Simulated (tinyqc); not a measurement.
Capacitance measurement on a leaky thin oxide: effects of series resistance and leakage: one step of the calculation.

The device is a capacitance C in parallel with a leakage conductance G, in series with Rs and Ls. An impedance meter reports either a parallel pair (Cp, Gp) from Y = 1/Z = Gp + i w Cp or a series pair (Cs, Rm) from Z = Rm + 1/(i w Cs); w = 2 pi f, dissipation D = Gp/(w |Cp|).

Task. What the meter reports. Z = Rs + i w Ls + 1/(G + i w C).

Inputs (values chosen for the exercise); values of the order met in thin-oxide MOS capacitors: series resistance Rs = 10 ohm; series inductance Ls = 0 nH; measuring frequency f = 2e5 Hz.

C = 35.943709 pF
G = 277.77778 uS

Find: Z; Cp; Gp; Cs; D.

Result.

Z = 3517.3-570.3i ohm
Cp = 35.745 pF
Gp = 277.03 uS
Cs = 1395.4 pF
D = 6.1674

Cp is 0.55 % below C and Cs is 38.8 times it; G Rs = 0.00278, w C Rs = 4.52e-4 and G/(w C) = 6.15.

Computed by the program tinyqc: `OMP_NUM_THREADS=1 python tinyqc.py 2022188 2022189 out.jsonl`, one thread of a shared Intel Xeon 2.30GHz, about 0.01 s for the whole run.
